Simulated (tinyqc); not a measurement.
# Worked calculation: space-charge-limited current with shallow traps

Program tinyqc, `OMP_NUM_THREADS=1 python tinyqc.py 2370121 2370122 out.jsonl`; Intel Xeon 2.30GHz, shared host, one thread, about 0.01 s. Printed values are rounded.

One carrier type, drift only, an injecting contact at x = 0 (zero field) and thickness L. The share th = y/(1 + y), y = (Nc/Nt) exp(-Et/kB T), of the injected charge is free: J = q mu n F, eps0 eps_r dF/dx = q (n - n0)/th.

Parameters, values chosen for the exercise: temperature T = 350 K; relative permittivity eps_r = 22.2; mobility mu = 0.078 cm^2/(V s); thickness L = 5100 nm; band density of states Nc = 7.8e19 cm^-3; trap density Nt = 2.8e15 cm^-3; trap depth Et = 0.23 eV; free carrier density in equilibrium n0 = 9.4e12 cm^-3; voltage V = 5.6 V.

Constants: q = 1.602176634e-19 C, kB = 1.380649e-23 J/K, Vt = kB T/q, eps0 = 8.8541878128e-14 F/cm where lengths are in cm. Results are converted to the units shown.

Range of the model: Diffusion and a field-dependent mobility are left out. With injecting contacts the diffusion current, about 4 pi^2 Vt th eps0 eps_r mu V/L^3, equals the Mott-Gurney current at V = 35 kB T/q (0.9 V at 300 K), so the drift-only result needs V well above that.

## Limits and characteristic voltages

Ohmic J = q n0 mu V/L; Mott-Gurney J = (9/8) th eps0 eps_r mu V^2/L^3; they cross at Vx = 8 q n0 L^2/(9 th eps0 eps_r); traps fill at V_TFL = q Nt L^2/(2 eps0 eps_r).

th = 0.9314397
ohmic J = 0.001289884 A/cm^2
Mott-Gurney J = 0.03798124 A/cm^2
Vx = 0.1901821 V
V_TFL = 29.68090 V

## The exact current

Exact: with u = n0/n(L), w = -u - ln(1 - u) and v = -u - u^2/2 - ln(1 - u), V = (q n0 L^2/(th eps0 eps_r)) v/w^2 and J = q^2 n0^2 mu L/(th eps0 eps_r w). v/w^2 falls steadily with u, so u follows by bisection.

v/w^2 = 26.17375
u = 0.04946325
w = 0.001265204
J = 0.03895151 A/cm^2
exit field over V/L = 1.493675

J is 0.81 % below the plain sum of the two limits; the exit field lies between the ohmic 1 and the Mott-Gurney 1.5.
